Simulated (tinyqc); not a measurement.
Short-channel transistor, virtual-source model with series resistance: one step of the calculation.

The current per gate width is the charge at the top of the source barrier (the virtual source) times its velocity times a saturation function; al and be are fitting constants of the model. Units: I in uA/um, Rs in ohm um, so I Rs = 1e-6 I Rs in volts; Q in uC/cm^2, so I = 1e-4 Q vx0 Fsat with vx0 in cm/s.

Task. Current through the series resistance. Intrinsic voltages Vg' = Vgs - I Rs, Vd' = Vds - 2 I Rs. n = n0 + nd Vd', VT = VT0 - dl Vd', Ff = 1/(1 + exp((Vg' - VT + al Vt/2)/(al Vt))), Q = Cinv n Vt ln(1 + exp((Vg' - VT + al Vt Ff)/(n Vt))), Vdsat = (vx0 L/mu)(1 - Ff) + Vt Ff, Fsat = u/(1 + u^be)^(1/be) with u = Vd'/Vdsat, and I(out) = Q vx0 Fsat per width. (Fsat takes the sign of u.) I(new) = I + 0.3 (I(out) - I).

Inputs (values chosen for the exercise):

| symbol | value | unit | meaning |
|---|---|---|---|
| T | 300 | K | temperature |
| Cinv | 1.78 | uF/cm^2 | inversion capacitance |
| vx0 | 5.65e6 | cm/s | velocity at the virtual source |
| mu | 430 | cm^2/(V s) | apparent mobility |
| L | 130 | nm | channel length |
| VT0 | 0.448 | V | threshold at zero drain voltage |
| dl | 0.171 | V/V | drain-induced barrier lowering |
| n0 | 1.44 |  | subthreshold factor |
| nd | 0 | 1/V | growth of n with drain voltage |
| al | 3.5 |  | threshold shift (in units of Vt) from weak to strong inversion |
| be | 2 |  | sharpness of saturation |
| Rs | 120 | ohm um | series resistance of each contact |
| Vgs | 0.63 | V | gate voltage |
| Vds | 1.2 | V | drain voltage |

Constants: q = 1.602176634e-19 C, kB = 1.380649e-23 J/K, Vt = kB T/q. Results are converted to the units shown.

I after iteration 2 = 191.45390 uA/um

Give: Vg'; Vd'; VT; Ff; Q; Vdsat; Fsat; I(out); I after iteration 3.

Result.

Vg' = 0.6070 V
Vd' = 1.154 V
VT = 0.2507 V
Ff = 0.01168
Q = 0.6362 uC/cm^2
Vdsat = 0.1691 V
Fsat = 0.9894
I(out) = 355.7 uA/um
I after iteration 3 = 240.7 uA/um

Numbers from tinyqc (`OMP_NUM_THREADS=1 python tinyqc.py 2380124 2380125 out.jsonl`; about 0.01 s on one thread of a shared Intel Xeon 2.30GHz).
